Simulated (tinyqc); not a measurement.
Charge imbalance from the loss of breakdown voltage.

Problem. In a superjunction of pillar doping N and length Lp an imbalance dl lowers BV by q |dl| N Lp^2/(4 eps0 eps_r), as long as the field reaches through the pillar. Find |dl| and the net dose error |dl| N wp.

Parameters, values chosen for the exercise: relative permittivity of the semiconductor eps_r = 9.82; width of each pillar wp = 0.8 um.

Constants: q = 1.602176634e-19 C, eps0 = 8.8541878128e-14 F/cm where lengths are in cm. Results are converted to the units shown.

BV balanced and BV measured (V): [1700, 1436.6744]
N = 1.5290221e17 cm^-3
Lp = 8.4789654 um

Answer. The loss is linear in |dl|; its sign cannot be told from BV.

|dl| = 5.20 %
dose error = 6.36e11 cm^-2

Computed by the program tinyqc: `OMP_NUM_THREADS=1 python tinyqc.py 2590115 2590116 out.jsonl`, one thread of a shared Intel Xeon 2.30GHz, about 0.01 s for the whole run.
